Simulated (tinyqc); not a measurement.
What moves the results: delta-doped layer in the Thomas-Fermi potential. A value that a table varies takes the place of the one given here.

All donors ionised in the plane z = 0, zero temperature, energies from the Fermi level EF of the Thomas-Fermi model, which lies at the bulk band edge; c = hbar^2/2m0, q = e^2/(4 pi eps0). gv = 4 equivalent valleys, m_d = sqrt(m3^3/mz) in the plane. With n = (gv/3 pi^2)(m3 (-V)/c)^(3/2) and V'' = -(4 pi q/eps) n for z > 0, the solution is V = -b/(|z| + z0)^4 with sqrt(b) = 20/K, K = (4 pi q/eps)(gv/3 pi^2)(m3/c)^(3/2), and z0^5 = 4b/(e F0), e F0 = 2 pi q N/eps; 1e13/cm^2 = 1e-3/angstrom^2. Exchange and correlation are left out.

Subbands solve -(c/m_z) psi'' + V psi = E psi on 1280 points of spacing z0/80; up to ten levels for each group, kept if bound with an rms width below 2.5 z0.

Constants: hbar^2/2m0 = 3.80998211 eV angstrom^2; e^2/(4 pi eps0) = 14.39964547 eV angstrom.

Parameters, chosen for this exercise (near those of a delta-doped layer in Ge; shifted at random, so the results belong to these values and not to a real crystal): m3 = 0.212 m0 (density-of-states mass of a valley); mz = 0.117 m0 (mass along z); eps = 16.3 (dielectric constant); Nl = (0.085, 0.17, 0.34, 0.59, 1, 1.7, 2.7) x 1e13/cm^2 (sheet densities); N = 0.85 x 1e13/cm^2 (donor sheet density).

## Doping density

The well, the lowest level and the filling anew; at zero temperature n_i = g m_d (mu - E_i)/(2 pi c), with mu fixed by sum n_i = N.

Results:
```
N (1e13/cm^2)  z0 (angstrom)  depth (eV)  lowest (eV)  next - lowest (eV)  occupied  share of lowest (%)
0.085                   97.4      0.0115      -0.0020                   -         1                100.0
0.17                    84.8      0.0200      -0.0040                   -         1                100.0
0.34                    73.8      0.0348      -0.0080                   -         1                100.0
0.59                    66.1      0.0541      -0.0138                   -         1                100.0
1.0                     59.5      0.0825      -0.0231                   -         1                100.0
1.7                     53.5      0.1262      -0.0385                   -         1                100.0
2.7                     48.8      0.1827      -0.0599                   -         1                100.0
```

The depth grows as N^(4/5) and z0 shrinks as N^(-1/5): factors 15.9 and 2.00 for 32 times the doping. The lowest level deepens faster, with exponent 0.99, since the zero-point energy takes a smaller share of a deeper well (83 % falling to 67 %). The number of occupied subbands stays at 1. Up to N = 0.17 the donor spacing exceeds 1.5 Bohr radii (one radius, a0 eps/m with the density-of-states mass, is 41 angstrom), where a uniform sheet is a crude picture of discrete donors (beyond about three radii electrons stay on single donors).

## What each parameter does

z0, depth, lowest level and its rms width. Each row changes one parameter from the base and keeps the others.

Results:
```
case                  z0 (angstrom)  depth (eV)  lowest (eV)  rms z (angstrom)
base                          61.44      0.0725      -0.0197             34.19
N = 1.36 x 1e13/cm^2          55.92      0.1055      -0.0311             27.82
eps = 14.7                    57.74      0.0755      -0.0198             33.79
m3 = 0.244 m0                 56.47      0.0666      -0.0162             36.75
mz = 0.099 m0                 61.44      0.0725      -0.0183             37.88
```

The largest shifts from the base row, up to three for each result and ties (the steps differ in size, so this ranks the rows, not the parameters). z0 (angstrom): N -5.51, m3 -4.97, eps -3.69; unchanged at the printed digits by mz. depth (eV): N +0.0331, m3 -0.0059, eps +0.0031; unchanged at the printed digits by mz. lowest (eV): N -0.0114, m3 +0.0035, mz +0.0014. rms z (angstrom): N -6.37, mz +3.70, m3 +2.56.

Run: tinyqc, `OMP_NUM_THREADS=1 python tinyqc.py 1250313 1250314 out.jsonl`; Intel(R) Xeon(R) Processor @ 2.30GHz, one thread, shared host; about 0.06 s of CPU time with all checks.
